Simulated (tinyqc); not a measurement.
What moves the results: two-dimensional electron gas with Rashba and Dresselhaus coupling. A value that a table varies takes the place of the one given here.

H = c k^2/m + al (ky sx - kx sy) + b1 (kx sx - ky sy) + gam kx ky (kx sy - ky sx), s the Pauli matrices, x = [100], c = hbar^2/2m0, b1 = gam (pi/L)^2 (hard walls). H = c k^2/m + B.s, so E = c k^2/m -/+ |B| and the lower state has its spin along -B.

Constants: hbar^2/2m0 = 3.80998211 eV angstrom^2.

Inputs chosen for the exercise (of the size met in GaAs; not measured data):
- m = 0.0691 m0 (mass)
- al = 0.02 eV angstrom (Rashba constant)
- gam = 11.6 eV angstrom^3 (bulk Dresselhaus constant)
- L = 109 angstrom (width of the (001) well)
- n = 6.6 1e11/cm^2 (sheet density (one subband filled))

## Splitting and spin direction around the circle

At |k| = k0 = sqrt(2 pi n), 1e11/cm^2 = 1e-5/angstrom^2.

Around the circle:
```
phi (deg),Bx (meV),By (meV),splitting (meV),lower spin (deg)
0.0,0.1962,-0.4073,0.9042,115.7
22.5,0.3239,-0.4194,1.0598,127.7
45.0,0.3921,-0.3921,1.1091,135.0
67.5,0.4194,-0.3239,1.0598,142.3
90.0,0.4073,-0.1962,0.9042,154.3
112.5,0.3332,-0.0122,0.6668,177.9
135.0,0.1839,0.1839,0.5201,-135.0
157.5,-0.0122,0.3332,0.6668,-87.9
```

The splitting runs from 0.5201 meV at 135 to 1.1091 meV at 45 degrees. Along [110] it is 2 k |al + b1 - 2 b3| and along [-110] 2 k |al - b1 + 2 b3|, b3 = gam k^2/4. From 0 to 90 degrees the spin turns with k (+39 degrees), the sense of the Rashba term.

## Tuning the Rashba term through the balance point

al = f (b1 - b3) at k0 = sqrt(2 pi n), b3 = gam k0^2/4. Helix wavelength along [110]: 2 pi c/(m |al + b1 - b3|). Dyakonov-Perel rates are proportional to the mean squares of the first harmonics: for spin along z, al^2 + (b1 - b3)^2; for the most protected in-plane spin, (al - (b1 - b3))^2/2 (third harmonic left out); both are given over (b1 - b3)^2.

Against f:
```
f,al (meV angstrom),wavelength (micron),"rate, z","rate, in plane"
0.00,0.000,4.108,1.000,0.5000
0.25,2.108,3.286,1.062,0.2812
0.50,4.217,2.739,1.250,0.1250
0.75,6.325,2.347,1.562,0.0312
0.90,7.590,2.162,1.810,0.0050
1.00,8.434,2.054,2.000,0.0000
1.25,10.542,1.826,2.562,0.0312
2.00,16.867,1.369,5.000,0.5000
```

At f = 1, al = 8.43 meV angstrom, the first harmonic points along one axis for all k and the listed in-plane rate vanishes; the helix would have wavelength 2.05 micron. The third harmonic, b3/(b1 - b3) = 0.14, is small and sets its lifetime. The uniform z spin still relaxes there, twice as fast as at f = 0.

## What each parameter does

Splittings 2|B| at k0 = sqrt(2 pi n) along [100], [110] and [-110], and E0 = c k0^2/m; 1e11/cm^2 = 1e-5/angstrom^2. Each row changes one parameter from the base and keeps the others.

Results:
```
case,[100] (meV),[110] (meV),[-110] (meV),E0 (meV)
base,0.9042,1.1091,0.5201,22.86
m = 0.07601 m0,0.9042,1.1091,0.5201,20.79
al = 0.024 eV angstrom,1.0533,1.2720,0.6830,22.86
gam = 13.92 eV angstrom^3,0.9409,1.1680,0.4612,22.86
L = 129 angstrom,0.8614,0.9968,0.6323,22.86
n = 9.9 1e11/cm^2,1.1074,1.2983,0.6969,34.30
```

The largest shifts from the base row, up to three for each result and ties (the steps differ in size, so this ranks the rows, not the parameters). [100] (meV): n +0.2032, al +0.1491, L -0.0428; unchanged at the printed digits by m. [110] (meV): n +0.1893, al +0.1629, L -0.1123; unchanged at the printed digits by m. [-110] (meV): n +0.1769, al +0.1629, L +0.1123; unchanged at the printed digits by m. E0 (meV): n +11.43, m -2.08; unchanged at the printed digits by al, gam and L.

tinyqc: `OMP_NUM_THREADS=1 python tinyqc.py 1450109 1450110 out.jsonl`; about 0.01 s, one thread, shared Intel(R) Xeon(R) Processor @ 2.30GHz.
